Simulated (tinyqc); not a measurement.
## Dose and depth of a threshold implant

Inverse problem. A sheet of D acceptors per cm^2 lies at depth xi inside the depleted layer of a body doped Na. In the depletion approximation VT = Vfb + f2 + q D/Cox + gamma sqrt(f2 + Vsb - q D xi/(eps0 eps_r)), gamma = sqrt(2 eps0 eps_r q Na)/Cox, Cox = eps0 eox/tox. Find gamma, D and xi.

Values chosen for this exercise; band and dielectric values close to those of silicon:
- eps_r = 11.7 (relative permittivity)
- Na = 2.8e16 cm^-3 (acceptor density deep in the body)
- eox = 3.9 (relative permittivity of the gate insulator (close to silicon dioxide))
- tox = 1.7 nm (insulator thickness)
- Vfb = -0.39 V (flat-band voltage)
- f2 = 0.856 V (band bending 2 phiF at threshold)

Constants: q = 1.602176634e-19 C, eps0 = 8.8541878128e-14 F/cm where lengths are in cm. Results are converted to the units shown.

VT against the source at Vsb = 0 and 2.2 V (V): 0.54914187  0.59318628

Solution. With y^2 = f2 - q D xi/(eps0 eps_r) and d the difference of the thresholds over gamma, sqrt(y^2 + Vsb) - y = d gives y = (Vsb - d^2)/(2 d). The first threshold then gives D, and y^2 gives xi.

gamma = 0.0475 V^0.5
D = 6.20e11 cm^-2
xi = 35.0 nm

Program tinyqc, `OMP_NUM_THREADS=1 python tinyqc.py 2080136 2080137 out.jsonl`; Intel Xeon 2.30GHz, shared host, one thread, about 0.3 s.
